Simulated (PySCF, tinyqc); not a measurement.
Inside a calculation. Method: MP2 on RHF in the sto-6g basis, for H4, spin multiplicity 1. The lowest restricted solution is unstable here: a spin-polarised one lies 0.1208 hartree lower (PySCF). Computed by tinyqc, a small Python program that keeps every step (integrals from PySCF). Settings: charge = 0, multiplicity = 1, basis = sto-6g, method = RHF, energy threshold = 1e-10, iteration cap = 58, orthogonalisation = symmetric, start = Wolfsberg-Helmholz matrix, DIIS depth = 6. Command: `OMP_NUM_THREADS=1 python tinyqc.py 21785 21786 out.jsonl` (the two numbers bound the seeds that draw the settings). One thread of a shared host (Intel(R) Xeon(R) Processor @ 2.60GHz), about 0.09 s of CPU time with the checks. The early iterations of the SCF are left out here.

## One-electron integrals

Geometry (angstrom):
```
atom         x         y         z
H     0.000000  0.000000  0.000000
H     0.000000  0.000000  1.190000
H     0.000000  1.242000  0.000000
H     0.000000  1.242000  1.190000
```

Basis sto-6g: exponents (1/bohr^2) and contraction coefficients of normalised primitives:
```
element  l (shell)   exponent  coefficient
H            s (1)  35.523221     0.009164
H            s (1)   6.513144     0.049361
H            s (1)   1.822143     0.168538
H            s (1)   0.625955     0.370563
H            s (1)   0.243077     0.416492
H            s (1)   0.100112     0.130334
```

Overlap, kinetic and nuclear-attraction integrals over the contracted functions; the nuclear repulsion is the sum of Za Zb / Rab.

nuclear repulsion = 2.35680556 hartree

overlap S, order 1H 1s, 2H 1s, 3H 1s, 4H 1s:
```
[[1.000000, 0.392481, 0.366696, 0.185561],
 [0.392481, 1.000000, 0.185561, 0.366696],
 [0.366696, 0.185561, 1.000000, 0.392481],
 [0.185561, 0.366696, 0.392481, 1.000000]]
```

kinetic energy T (hartree), order 1H 1s, 2H 1s, 3H 1s, 4H 1s:
```
[[0.768522, 0.056555, 0.045464, -0.005207],
 [0.056555, 0.768522, -0.005207, 0.045464],
 [0.045464, -0.005207, 0.768522, 0.056555],
 [-0.005207, 0.045464, 0.056555, 0.768522]]
```

nuclear attraction V (hartree), order 1H 1s, 2H 1s, 3H 1s, 4H 1s:
```
[[-2.406158, -0.873418, -0.810722, -0.413534],
 [-0.873418, -2.406158, -0.413534, -0.810722],
 [-0.810722, -0.413534, -2.406158, -0.873418],
 [-0.413534, -0.810722, -0.873418, -2.406158]]
```

core Hamiltonian H = T + V (hartree), order 1H 1s, 2H 1s, 3H 1s, 4H 1s:
```
[[-1.637636, -0.816864, -0.765257, -0.418741],
 [-0.816864, -1.637636, -0.418741, -0.765257],
 [-0.765257, -0.418741, -1.637636, -0.816864],
 [-0.418741, -0.765257, -0.816864, -1.637636]]
```

## Two-electron integrals

Functions are numbered as in S; the eight-fold symmetry (ij|kl) = (ji|kl) = (kl|ij) leaves the list below.

Two-electron integrals (ij|kl) in chemists' order, unique and non-zero (hartree):
```
(11|11) 0.774999   (21|11) 0.230711   (21|21) 0.094056   (22|11) 0.420658
(22|21) 0.230711   (22|22) 0.774999   (31|11) 0.212169   (31|21) 0.069126
(31|22) 0.136792   (31|31) 0.081067   (32|11) 0.087556   (32|21) 0.036905
(32|22) 0.093248   (32|31) 0.034599   (32|32) 0.018575   (33|11) 0.406530
(33|21) 0.143529   (33|22) 0.304770   (33|31) 0.212169   (33|32) 0.093248
(33|33) 0.774999   (41|11) 0.093248   (41|21) 0.036905   (41|22) 0.087556
(41|31) 0.034599   (41|32) 0.018302   (41|33) 0.087556   (41|41) 0.018575
(42|11) 0.136792   (42|21) 0.069126   (42|22) 0.212169   (42|31) 0.052603
(42|32) 0.034599   (42|33) 0.136792   (42|41) 0.034599   (42|42) 0.081067
(43|11) 0.143529   (43|21) 0.058841   (43|22) 0.143529   (43|31) 0.069126
(43|32) 0.036905   (43|33) 0.230711   (43|41) 0.036905   (43|42) 0.069126
(43|43) 0.094056   (44|11) 0.304770   (44|21) 0.143529   (44|22) 0.406530
(44|31) 0.136792   (44|32) 0.087556   (44|33) 0.420658   (44|41) 0.093248
(44|42) 0.212169   (44|43) 0.230711   (44|44) 0.774999
```

## Orthogonalisation

S = U s U^T; symmetric (Loewdin) form X = U s^(-1/2) U^T, so that X^T S X = 1.

eigenvalues of S: [0.426384, 0.788654, 0.840223, 1.944739]

X, order 1H 1s, 2H 1s, 3H 1s, 4H 1s:
```
[[1.116378, -0.212365, -0.194813, 0.007882],
 [-0.212365, 1.116378, 0.007882, -0.194813],
 [-0.194813, 0.007882, 1.116378, -0.212365],
 [0.007882, -0.194813, -0.212365, 1.116378]]
```

## Starting guess

The start is the generalised Wolfsberg-Helmholz matrix (K = 1.75) built on H; D = 2 C_occ C_occ^T.

D at the start, order 1H 1s, 2H 1s, 3H 1s, 4H 1s:
```
[[0.852184, 0.852184, -0.337976, -0.337976],
 [0.852184, 0.852184, -0.337976, -0.337976],
 [-0.337976, -0.337976, 0.852184, 0.852184],
 [-0.337976, -0.337976, 0.852184, 0.852184]]
```

## Iteration 2 (converged): orbitals

converged F (hartree), order 1H 1s, 2H 1s, 3H 1s, 4H 1s:
```
[[-0.232598, -0.425732, -0.262138, -0.209202],
 [-0.425732, -0.232598, -0.209202, -0.262138],
 [-0.262138, -0.209202, -0.232598, -0.425732],
 [-0.209202, -0.262138, -0.425732, -0.232598]]
```

Diagonalise F' = X^T F X, C = X C', fill 2 alpha and 2 beta electrons from the bottom; D = 2 C_occ C_occ^T. Each column has its largest component positive (the first on a tie).

F' = X^T F X (hartree):
```
[[-0.012139, -0.389578, -0.189420, 0.010251],
 [-0.389578, -0.012139, 0.010251, -0.189420],
 [-0.189420, 0.010251, -0.012139, -0.389578],
 [0.010251, -0.189420, -0.389578, -0.012139]]
```

orbital energies (hartree): [-0.580886, -0.222548, 0.177769, 0.577109]

coefficients C, order 1H 1s, 2H 1s, 3H 1s, 4H 1s:
```
[[0.358541, 0.545472, 0.563024, 0.765719],
 [0.358541, 0.545472, -0.563024, -0.765719],
 [0.358541, -0.545472, 0.563024, -0.765719],
 [0.358541, -0.545472, -0.563024, 0.765719]]
```

D after iteration 2, order 1H 1s, 2H 1s, 3H 1s, 4H 1s:
```
[[0.852184, 0.852184, -0.337976, -0.337976],
 [0.852184, 0.852184, -0.337976, -0.337976],
 [-0.337976, -0.337976, 0.852184, 0.852184],
 [-0.337976, -0.337976, 0.852184, 0.852184]]
```

## Convergence

Stop when the energy changes by less than 1e-10 hartree and every element of the error matrix X^T (F D S - S D F) X is below 3e-06.

Course of the cycle:
```
iteration  E (hartree)     change  largest element of the error matrix
1          -1.82967035          -                             9.25e-16
2          -1.82967035  -8.88e-16                             5.42e-16
```

PySCF RHF in the same basis = -1.82967035 hartree

Converged in 2 iterations.

## Populations, bond orders and dipole

Mulliken: Z minus the diagonal of D S on the atom; Loewdin: the same with S^(1/2) D S^(1/2); Mayer order: 2 sum_s sum (D(s) S)_ij (D(s) S)_ji over the two atoms.

Charges (e):
```
atom  Mulliken  Loewdin
1H           0        0
2H           0        0
3H           0        0
4H           0        0
```

Mayer bond orders:
```
pair     order
2-1   1.000000
3-1          0
3-2          0
4-1          0
4-2          0
4-3   1.000000
```

dipole moment about the origin, x y z (debye): [0.000000, 0.000000, 0.000000]

## Integrals over molecular orbitals

(pq|rs) = sum C_ip C_jq C_kr C_ls (ij|kl), one index at a time.

one-electron integrals over orbitals h = C^T H C (hartree):
```
[[-1.870944, 0.000000, 0.000000, 0.000000],
 [0.000000, -1.512099, 0.000000, 0.000000],
 [0.000000, 0.000000, -1.480103, 0.000000],
 [0.000000, 0.000000, 0.000000, -1.112272]]
```

Two-electron integrals over orbitals (pq|rs), unique and non-zero (hartree):
```
(11|11) 0.482211   (21|21) 0.138235   (22|11) 0.473042   (22|22) 0.481703
(31|31) 0.132771   (32|32) 0.086909   (33|11) 0.471948   (33|22) 0.466828
(33|33) 0.480308   (41|32) 0.085002   (41|41) 0.083179   (42|31) 0.134625
(42|42) 0.147605   (43|21) 0.139602   (43|43) 0.153192   (44|11) 0.475692
(44|22) 0.484391   (44|33) 0.484349   (44|44) 0.502246
```

## Second-order Moller-Plesset energy

Hartree-Fock energy = -1.82967035 hartree

E2 = sum_ijab (ia|jb) [2 (ia|jb) - (ib|ja)] / (e_i + e_j - e_a - e_b) over occupied i, j and virtual a, b; the opposite-spin part is (ia|jb)^2 / denominator, the rest is same-spin, and SCS-MP2 scales them by 6/5 and 1/3.

Terms:
```
i  j  a  b   (ia|jb)   (ib|ja)  denominator       term
2  1  4  3  0.134625  0.085002    -1.558311  -0.015918
1  2  3  4  0.134625  0.085002    -1.558311  -0.015918
2  2  4  4  0.147605  0.147605    -1.599314  -0.013623
1  1  3  3  0.132771  0.132771    -1.517309  -0.011618
2  2  3  3  0.086909  0.086909    -0.800633  -0.009434
1  1  4  4  0.083179  0.083179    -2.315990  -0.002987
1  2  4  3  0.085002  0.134625    -1.558311  -0.001930
2  1  3  4  0.085002  0.134625    -1.558311  -0.001930
```

Pair energies (hartree; pair i-j sums ij and ji):
```
pair  opposite spin  same spin
1-1       -0.014605   0.000000
2-1       -0.032534  -0.003160
2-2       -0.023057   0.000000
```

MP2 correlation energy = -0.07335714 hartree

SCS-MP2 correlation energy = -0.08528954 hartree

MP2 total energy = -1.90302749 hartree
